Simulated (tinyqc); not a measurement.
Tight-binding t2g bands of a cubic perovskite: one step. The Hamiltonian. Two cases, with inputs chosen for the exercise.

Question. Add the spin-orbit term; + and - are the spin along z.

Orbitals yz, zx, xy (X, Y, Z below) times spin. E_xy = Dt + 2t (2 - cos x - cos y) + 2 td (1 - cos z) + 4 t2 (1 - cos x cos y) with x = kx a and so on; yz and zx follow by cyclic change, without Dt. Spin-orbit term -(Dso/3) L.sigma + Dso/3 with (L_k)_ij = -i epsilon_kij in X, Y, Z: for Dt = 0 the quartet lies at 0 and the doublet at Dso.

Case 1.

Values chosen (out of a larger set: of the size met in SrTiO3 and KTaO3; not measured data): Dso = 0.241 eV (spin-orbit splitting at Gamma).

energies (eV): yz 0.077831, zx 0.095856, xy 0.138022

Case 2.

Values chosen (out of a larger set: of the size met in SrTiO3 and KTaO3; not measured data): Dso = 0.036 eV (spin-orbit splitting at Gamma).

energies (eV): yz 0.213234, zx 0.239532, xy 0.266277

Give: H(k).

Answer.

Case 1.

H(k) (eV):
```
          yz+       zx+      xy+      yz-       zx-      xy-
yz+    0.1582   0.0803i        0        0         0  -0.0803
zx+  -0.0803i    0.1762        0        0         0  0.0803i
xy+         0         0   0.2184   0.0803  -0.0803i        0
yz-         0         0   0.0803   0.1582  -0.0803i        0
zx-         0         0  0.0803i  0.0803i    0.1762        0
xy-   -0.0803  -0.0803i        0        0         0   0.2184
```

Case 2.

H(k) (eV):
```
          yz+       zx+      xy+      yz-       zx-      xy-
yz+    0.2252   0.0120i        0        0         0  -0.0120
zx+  -0.0120i    0.2515        0        0         0  0.0120i
xy+         0         0   0.2783   0.0120  -0.0120i        0
yz-         0         0   0.0120   0.2252  -0.0120i        0
zx-         0         0  0.0120i  0.0120i    0.2515        0
xy-   -0.0120  -0.0120i        0        0         0   0.2783
```

Computed by tinyqc, one run a case: `OMP_NUM_THREADS=1 python tinyqc.py N N+1 out.jsonl` with N = 1450043, 1450182; one thread of a shared Intel(R) Xeon(R) Processor @ 2.30GHz, about 0.01 s a run at most.
